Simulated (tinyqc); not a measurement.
A six-terminal Hall bar with edge channels and a constriction, Landauer-Buettiker equations: two steps of the calculation.

Contacts 1 (source) and 4 (drain) end the bar; 2 and 3 lie on the upper edge, 6 and 5 on the lower edge, with a constriction between 2 and 3 (and between 6 and 5). Carriers run 1 to 2 to 3 to 4 to 5 to 6 to 1 in M channels. The constriction passes Tc from 2 to 3 and from 5 to 6, and turns M - Tc from 2 to 6 and from 5 to 3. Signs are those of positive carriers; V4 = 0.

Parameters, values chosen for the exercise:
- M = 1 (edge channels, spin counted singly)
- Tc = 1 (summed transmission of the constriction)
- I = 100 nA (current from contact 1 to contact 4)

Constants: q = 1.602176634e-19 C, h = 6.62607015e-34 J s. Results are converted to the units shown.

Question 1. Voltages. I_i = (q^2/h) [M V_i - sum_j T_ij V_j], with I_1 = I, V_4 = 0 and no current at 2, 3, 5, 6.

T_ij:

|  | 1 | 2 | 3 | 4 | 5 | 6 |
|---|---|---|---|---|---|---|
| 1 | 0 | 0 | 0 | 0 | 0 | 1 |
| 2 | 1 | 0 | 0 | 0 | 0 | 0 |
| 3 | 0 | 1 | 0 | 0 | 0 | 0 |
| 4 | 0 | 0 | 1 | 0 | 0 | 0 |
| 5 | 0 | 0 | 0 | 1 | 0 | 0 |
| 6 | 0 | 0 | 0 | 0 | 1 | 0 |

Wanted: V.

Answer 1.

| contact | V (uV) |
|---|---|
| 1 | 2581.3 |
| 2 | 2581.3 |
| 3 | 2581.3 |
| 4 | 0.0 |
| 5 | 0.0 |
| 6 | 0.0 |

Question 2. Resistances. R(a,b) = (V_a - V_b)/I.

| contact | V (uV) |
|---|---|
| 1 | 2581.2807 |
| 2 | 2581.2807 |
| 3 | 2581.2807 |
| 4 | 0.0000 |
| 5 | 0.0000 |
| 6 | 0.0000 |

Find: resistances.

Answer 2.

resistances (kohm): R(1,4) 25.81, R(2,3) 0.00, R(2,6) 25.81, R(2,5) 25.81, R(3,6) 25.81

In units of h/q^2: R(1,4) = R(2,5) = 1/Tc, R(2,3) = 1/Tc - 1/M, R(2,6) = 1/M, R(3,6) = 2/M - 1/Tc.

Computed by the program tinyqc: `OMP_NUM_THREADS=1 python tinyqc.py 2700039 2700040 out.jsonl`, one thread of a shared Intel Xeon 2.30GHz, about 0.01 s for the whole run.
